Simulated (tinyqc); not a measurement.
# Rapid thermal processing of a wafer: radiative balance, ramp and cooling, pattern effects, pyrometer error and spike budget, step by step

A worked calculation. Computed by tinyqc, a small Python program that keeps every step. Command: `OMP_NUM_THREADS=1 python tinyqc.py 3110156 3110157 out.jsonl rtp walk`. One thread of a shared host (Intel(R) Xeon(R) Processor @ 2.30GHz), about 0.04 s of CPU time with the checks. Intermediate numbers are printed to about 6 digits and carried at full precision; extremes and crossings named in words are read from the listed rows.

The wafer is opaque and uniform through its thickness unless said otherwise; temperatures in formulas are in kelvin (C + 273.15). sigma = 5.670374419e-12 W/(cm^2 K^4).

Inputs (values chosen for the exercise, modelled on a hot silicon wafer): wafer thickness d = 625 micrometre; heat capacity per volume C = 2.11 J/(cm^3 K); thermal conductivity k = 0.22 W/(cm K); emissivity eps of each face = 0.55; reflectivity of the chamber walls r = 0.22; gas heat-transfer coefficient h, both faces together = 1.7 mW/(cm^2 K); wall temperature T_w = 350 K; process temperature = 722 C; starting temperature = 500 C; ramp rate = 150 K/s; relative change of absorptivity over a pattern = 10 %; period of the pattern = 28 mm; pyrometer wavelength = 0.95 micrometre; error of the assumed emissivity = 8.7 %; activation energy of the process E_a = 2 eV.

Constants: k_B = 8.617333262e-05 eV/K; h = 6.62607015e-34 J s; c = 299792458 m/s; k_B = 1.380649e-23 J/K.

## Power to hold and to ramp

Effective emissivity between parallel grey plates: eps_eff = 1/(1/eps + 1/(1 - r) - 1). Loss per area q(T) = 2 eps_eff sigma (T^4 - T_w^4) + h (T - T_w). Absorbed power during a ramp = q(T) + C d x ramp rate; thermal time constant tau = C d/(dq/dT), dq/dT = 8 eps_eff sigma T^3 + h; natural cooling rate q/(C d); front-to-back difference under one-sided heating at the end of the ramp = (absorbed power) d/(2 k).

eps_eff = 0.476138

holding power q = 6.31149 W/cm^2

power at the end of the ramp = 26.0927 W/cm^2

dq/dT = 22.9863 mW/(cm^2 K)

time constant tau = 5.73712 s

natural cooling rate = 47.8596 K/s

front-to-back difference = 3.70635 K

Radiation carries 83 % of the loss. The ramp needs 4.1 times the holding power.

## Cooling curve

Cooling with the lamps off: C d dT/dt = -q(T), integrated adaptively (relative tolerance 1e-10).

Lamps off at t = 0:
```
t (s)    T (C)  cooling rate (K/s)
0.57   696.001             43.4894
1.10   673.893             40.0196
2.30   629.829             33.7361
4.00   578.227             27.3617
5.70   535.764             22.8330
8.60   477.753             17.5716
14.00  399.724             11.9413
23.00  315.470              7.3769
```

The rate falls from 47.9 K/s at t = 0 to 7.38 K/s in the last row.

## Thermal budget of a spike

Spike anneal: linear ramp to the peak, then lamps off. Equivalent time at the peak = int exp(-(E_a/k_B)(1/T - 1/T_peak)) dt; estimate (k_B T^2/E_a)(1/ramp rate + 1/cooling rate). The ramp part uses 4000 trapezoid steps, the cooling part 4000 steps over 4 tau. Time within 50 K of the peak from the same curves.

equivalent time, ramp = 0.262564 s

equivalent time, cooling = 0.954357 s

equivalent time, total = 1.21692 s

estimate = 1.17603 s

time within 50 K of the peak = 1.48081 s

Cooling supplies 78 % of the budget.

## What a faster ramp buys

The formulas are those given above.

Against the ramp rate:
```
ramp (K/s)  ramp part (s)  cooling part (s)  total (s)  power at the peak (W/cm^2)
10                3.93845          0.954357    4.89281                       7.630
25                1.57538          0.954357    2.52974                       9.608
50                0.78769          0.954357    1.74205                      12.905
100               0.39385          0.954357    1.34820                      19.499
250               0.15754          0.954357    1.11190                      39.280
500               0.07877          0.954357    1.03313                      72.249
1000              0.03938          0.954357    0.99374                     138.186
```

From 10 to 100 K/s the total falls by a factor 3.6, from 100 to 1000 K/s by 1.36: the cooling part, 0.954 s, is a floor, and the natural cooling rate here is 47.9 K/s.

## Pattern effect

At steady state a sinusoidal change of absorbed power of relative amplitude a and period p gives the temperature amplitude a q/(dq/dT + k d (2 pi/p)^2); healing length l = sqrt(k d/(dq/dT)); process change = E_a dT/(k_B T^2). Emissivity is taken as unchanged.

healing length l = 7.73423 mm

amplitude without lateral conduction = 27.4576 K

amplitude = 6.84361 K

change of the process rate = 16.0385 %

Lateral conduction cuts the amplitude to 25 %, since p/(2 pi l) = 0.58.

## Pyrometer error

Signal proportional to eps/(exp(c2/(lambda T)) - 1), c2 = h c/k_B. If the assumed emissivity is too high by the given error, the reading T' solves (1 + error)/(exp(c2/(lambda T')) - 1) = 1/(exp(c2/(lambda T)) - 1). Wien estimate: T' - T = -lambda T^2 ln(1 + error)/c2. Process rates go as exp(-E_a/(k_B T)).

c2 = 14387.8 micrometre K

c2/(lambda T) = 15.2188

reading less true temperature = -5.42515 K

Wien estimate = -5.45489 K

rate at T over rate at T', less 1 = 13.6371 %

Checks made by the program: cooling time against quadrature of C d dT/q (relative difference 3e-08).
